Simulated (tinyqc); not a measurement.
Hueckel theory of the pi electrons, for the molecule Bc1cc[cH-]c1 (SMILES; centres numbered as the heavy atoms are written), step by step. Computed by tinyqc, a small Python program that keeps every step. Settings: charge = -1. Command: `OMP_NUM_THREADS=1 python tinyqc.py 24785 24786 out.jsonl` (the two numbers bound the seeds that draw the settings). One thread of a shared host (Intel(R) Xeon(R) Processor @ 2.60GHz), about 0.01 s of CPU time with the checks.

## The Hueckel matrix

Centres:
```
centre  z_r, pi electrons of the neutral centre        h
1B                                            0  -0.9900
2C                                            1   0.0000
3C                                            1   0.0000
4C                                            1   0.0000
5C                                            1   0.0000
6C                                            1   0.0000
```

Bonds:
```
i  j       k
1  2  0.7000
2  3       1
3  4       1
4  5       1
5  6       1
6  2       1
```

H_rr = alpha + h_r beta, H_rs = k_rs beta for bonded centres.

Hueckel matrix in units of beta (H = alpha + beta A), lower triangle:
```
         1B      2C      3C      4C      5C      6C
1B  -0.9900
2C   0.7000  0.0000
3C   0.0000  1.0000  0.0000
4C   0.0000  0.0000  1.0000  0.0000
5C   0.0000  0.0000  0.0000  1.0000  0.0000
6C   0.0000  1.0000  0.0000  0.0000  1.0000  0.0000
```

## Orbitals

pi electrons, sum of z_r less the charge = 6

Diagonalise; E = alpha + x beta with beta < 0, so the largest x are filled first; degenerate levels share their electrons. P = sum n_i c_ri c_si; each orbital has its largest coefficient positive (the first on a tie).

x values: 2.0346  0.7322  0.6180  -0.8864  -1.6180  -1.8705

occupations: 2.0000  2.0000  2.0000  0.0000  0.0000  0.0000

coefficients:
```
       MO1      MO2      MO3      MO4      MO5      MO6
1B  0.1098   0.2490   0.0000   0.8263   0.0000  -0.4930
2C  0.4743   0.6127   0.0000   0.1223   0.0000   0.6202
3C  0.4441   0.1372   0.6015  -0.3434  -0.3717  -0.4074
4C  0.4293  -0.5123   0.3717   0.1821   0.6015   0.1419
5C  0.4293  -0.5123  -0.3717   0.1821  -0.6015   0.1419
6C  0.4441   0.1372  -0.6015  -0.3434   0.3717  -0.4074
```

charge and bond-order matrix P, lower triangle:
```
         1B       2C       3C       4C      5C      6C
1B   0.1481
2C   0.4093   1.2009
3C   0.1658   0.5894   1.1557
4C  -0.1609  -0.2206   0.6879   1.1698
5C  -0.1609  -0.2206  -0.2065   0.6170  1.1698
6C   0.1658   0.5894  -0.2915  -0.2065  0.6879  1.1557
```

## Energy, charges, bond orders

E = sum n x; q_r = z_r - P_rr; bond order p = P_rs; free valence = sqrt(3) - sum of p over the bonds of the atom.

pi energy = 6 alpha + this times beta = 6.7697

pi charges: 1B -0.1481, 2C -0.2009, 3C -0.1557, 4C -0.1698, 5C -0.1698, 6C -0.1557

Bond orders and lengths from R = 1.517 - 0.180 p (angstrom, C-C alone):
```
bond       p       R
1-2   0.4093       -
2-3   0.5894  1.4109
3-4   0.6879  1.3932
4-5   0.6170  1.4059
5-6   0.6879  1.3932
6-2   0.5894  1.4109
```

free valence of the carbons: 2C 0.1439, 3C 0.4547, 4C 0.4271, 5C 0.4271, 6C 0.4547

gap between the highest filled and the next level = 1.5044 |beta|
